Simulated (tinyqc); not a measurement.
Interstitial-substitutional diffusion of a fast metal impurity in a wafer (kick-out and dissociative mechanisms): one step, computed by the program tinyqc. Command: `OMP_NUM_THREADS=1 python tinyqc.py 3025978 3025979 out.jsonl kickout walk`. One thread of a shared host (Intel(R) Xeon(R) Processor @ 2.30GHz), about 0.2 s of CPU time with the checks.

The metal moves as an interstitial A_i and dissolves on lattice sites either by kicking out a self-interstitial (A_i = A_s + I) or by filling a vacancy (A_i + V = A_s). With A_i at its solubility, local equilibrium and c = C_s/C_s*, self-interstitials and vacancies obey C_I/C_I* = 1/c and C_V/C_V* = c.

Question. Closed forms. Pure kick-out: the centre rises as c_m = (2/d) sqrt(pi D_K t) while c_m is small. Pure dissociative or sink-rich cases give erfc profiles with depth 2 sqrt(D_F t) or 2 sqrt(D_A t). The short time that the interstitial metal needs to fill the wafer is neglected.

Inputs (values chosen for the exercise, loosely like those of gold in silicon): temperature T = 825 C; wafer thickness d = 725 um; time t = 560 s.

D_K = 3.649972e-12 cm^2/s

D_F = 8.093955e-12 cm^2/s

D_A = 3.964833e-08 cm^2/s

Give: centre value c_m, closed form; depth 2 sqrt(D_F t); depth 2 sqrt(D_A t).

Answer.

centre value c_m, closed form = 0.002211

depth 2 sqrt(D_F t) = 1.346 um

depth 2 sqrt(D_A t) = 94.24 um
